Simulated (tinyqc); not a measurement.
Absorber share: periodic multilayer mirror for extreme ultraviolet light.

s polarisation, vacuum above. q_j = sqrt(N_j^2 - sin^2 theta); interface r_jk = (q_j - q_k)/(q_j + q_k) exp(-2 (2 pi/lam)^2 q_j q_k sg^2) (Nevot-Croce; sg = 0 if not given); phase factor of a layer x_j = exp(4 pi i q_j d_j/lam). Each period has the spacer (thickness (1 - Gm) L) on top of the absorber (Gm L). In this recursion R is the amplitude; R in tables and results is the reflectance, its squared modulus. The substrate is of the spacer material. Starting with R = 0 in it, each interface upward gives R -> (r + R x)/(1 + r R x), x that of the layer below the interface (1 for the substrate).

Parameters, chosen for this exercise (optical constants near those of Mo and Si at 13.5 nm; the results hold for these values, not for the real material): lam = 13.5 nm (wavelength); dA = (0.0794, 0.0068) (delta and beta of the absorber, N = 1 - delta + i beta); dS = (0.001, 0.00174) (delta and beta of the spacer and the substrate); theta = 0 degrees (angle from the normal); sg = 0.5 nm (interface roughness); Np = 10 (periods).

For each Gm the period is set so that lam_B = 2 L Re(mean q) equals lam - 0.09 nm.

Results:

| Gm | L (nm) | R |
|---|---|---|
| 0.15 | 6.792 | 0.078 |
| 0.20 | 6.819 | 0.126 |
| 0.30 | 6.874 | 0.221 |
| 0.35 | 6.901 | 0.259 |
| 0.40 | 6.929 | 0.287 |
| 0.45 | 6.957 | 0.305 |
| 0.50 | 6.986 | 0.311 |
| 0.60 | 7.043 | 0.290 |
| 0.70 | 7.102 | 0.226 |

Give the missing row, Gm = 0.25.

Computed row:
```
Gm    L (nm)      R
0.25   6.846  0.175
```

The largest value listed is 0.311 at 0.5. The contrast of a period goes as sin(pi Gm) and is largest at 0.5, while the loss grows with Gm; R is 0.311 at 0.5, 0.221 at 0.3 and 0.226 at 0.7. Here R at 0.7 exceeds R at 0.3: light gathers less phase in the absorber, whose index is lower, so the curve leans to the side above 0.5, and with few periods the loss does not outweigh this.

tinyqc: `OMP_NUM_THREADS=1 python tinyqc.py 1680478 1680479 out.jsonl`; about 0.01 s, one thread, shared Intel(R) Xeon(R) Processor @ 2.30GHz.
